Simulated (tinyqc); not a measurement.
What each parameter does: shallow donor in an anisotropic valley (effective-mass theory).

One valley: H = -c [(d2/dx2 + d2/dy2)/mt + (d2/dz2)/ml] - q/(eps r), c = hbar^2/2m0, q = e^2/(4 pi eps0). Trial function exp(-sqrt((x^2 + y^2)/a^2 + z^2/b^2)) with a > b: T = (c/3)(2/(mt a^2) + 1/(ml b^2)), V = -(q/eps) atan(u/b)/u, u = sqrt(a^2 - b^2). The central cell of the impurity is left out.

Constants: hbar^2/2m0 = 3.80998211 eV angstrom^2; e^2/(4 pi eps0) = 14.39964547 eV angstrom.

Inputs chosen for the exercise (out of a larger set: near those of 3C SiC; not measured data):
- ml = 0.696 m0 (longitudinal mass)
- mt = 0.26 m0 (transverse mass)
- eps = 9.6 (dielectric constant)

The minimum of the trial energy.

One parameter was then changed.

Results before and after:
```
case     E (meV)  a (angstrom)  b (angstrom)    b/a
base      -51.71         16.12         11.37  0.706
changed   -48.59         16.78         12.81  0.763
```

Which of these changes was made? (a) eps = 10.6; (b) ml = 0.557 m0; (c) mt = 0.234 m0.
Answer: (b) ml = 0.557 m0. Of the candidates, run in turn, only this one gives the changed row.

All candidates:
```
case           E (meV)  a (angstrom)  b (angstrom)    b/a
base            -51.71         16.12         11.37  0.706
ml = 0.557 m0   -48.59         16.78         12.81  0.763
mt = 0.234 m0   -47.88         17.58         11.95  0.680
eps = 10.6      -42.42         17.80         12.56  0.706
```

eps only rescales the solution (E as 1/eps^2, lengths as eps), so b/a depends on ml/mt alone.

(tinyqc, `OMP_NUM_THREADS=1 python tinyqc.py 1281148 1281149 out.jsonl`, Intel(R) Xeon(R) Processor @ 2.30GHz, 1 thread, shared host, about 0.01 s.)
